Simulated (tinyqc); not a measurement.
Ewald sum of point charges, fluorite lattice, step by step. Computed by tinyqc, a small Python program that keeps every step. Command: `OMP_NUM_THREADS=1 python tinyqc.py 26953 26954 out.jsonl` (the two numbers bound the seeds that draw the settings). One thread of a shared host (Intel(R) Xeon(R) Processor @ 2.60GHz), about 0.05 s of CPU time with the checks.

## Ewald sum with eta = 0.355 1/bohr

cell vectors (rows) (bohr):
```
         1        2        3
1  0.00000  4.70500  4.70500
2  4.70500  0.00000  4.70500
3  4.70500  4.70500  0.00000
```

Charges:
```
q              f1       f2       f3
2.00000   0.00000  0.00000  0.00000
-1.00000  0.25000  0.25000  0.25000
-1.00000  0.75000  0.75000  0.75000
```

Real space: 1/2 sum q_i q_j erfc(eta r)/r over all images with r > 0; reciprocal space: (2 pi/V) sum_(G != 0) exp(-G^2/4 eta^2)/G^2 |S(G)|^2 with S(G) = sum q exp(i G.r); self term -eta/sqrt(pi) sum q^2; background -pi Q^2/(2 V eta^2), Q the total charge.

Real-space shells (first ones):
```
r (bohr)  pairs  sum (hartree)
4.07465      16       -0.16017
4.70500      12        0.02317
6.65387      36        0.00452
7.80236      48       -0.00055
8.14930      16       4.21e-05
9.41000      18       4.42e-06
10.25431     48      -1.23e-06
10.52070     48       2.92e-07
11.52485     72       4.50e-08
12.22395     64      -4.40e-09
13.30775     36       6.42e-11
13.91758     96      -1.93e-11
```

Reciprocal shells (first ones that count):
```
G^2 (1/bohr^2)  vectors  sum (hartree)
1.33752               8        0.05082
1.78337               6        0.04722
4.90426              24       3.52e-05
5.35010               8       1.77e-05
8.47099              24       1.72e-08
8.91683              24       2.70e-08
```

## The total does not depend on eta

The same sums for other eta.

Totals (hartree per cell):
```
eta          real  reciprocal      self  background       total
0.35500  -0.13298     0.09809  -1.20172     0.00000  -1.2366180
0.56400  -0.00431     0.67691  -1.90922     0.00000  -1.2366180
0.66400  -0.00050     1.01161  -2.24773     0.00000  -1.2366180
```

shortest distance = 4.07465 bohr

Madelung constant -E d / (formula units |q+ q-|) = 2.51939
